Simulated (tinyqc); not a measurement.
A square-lattice strip 2 sites wide, recursive Green functions: one step of the calculation.

The device has N = 5 slices of 2 site(s), nearest-neighbour hopping -t, and site energies U; the leads are semi-infinite continuations with site energy 0. V = <i+1|H|i> = -t 1.

Problem. Transmission and its channels. T(E) = Tr[Gamma G_(N,1) Gamma G_(N,1)^dagger]. The non-zero eigenvalues T_n of the matrix under the trace are the channel transmissions; Fano factor sum T_n (1 - T_n)/sum T_n.

Values chosen for this exercise:
```
symbol,value,unit,meaning
t,1,eV,hopping (matrix element -t)
E,-1.66,eV,energy
```

G_(5,1) (1/eV):
$$\begin{pmatrix}
-0.21834254-0.08982280i & -0.10337374-0.20911628i \\
-0.28390915-0.09830890i & -0.20729718-0.27716034i
\end{pmatrix}$$

Gamma (eV):
$$\begin{pmatrix}
0.94398093 & 0.94398093 \\
0.94398093 & 0.94398093
\end{pmatrix}$$

Find: T(E); T_n; Fano factor.

Solution.

T(E) = 0.99417
T_n: [0.99417]
Fano factor = 0.0058267

With 1 open mode(s) in the leads T(E) cannot exceed 1. Inverting the whole matrix gives the same value.

Numbers from tinyqc (`OMP_NUM_THREADS=1 python tinyqc.py 2660025 2660026 out.jsonl`; about 0.01 s on one thread of a shared Intel Xeon 2.30GHz).
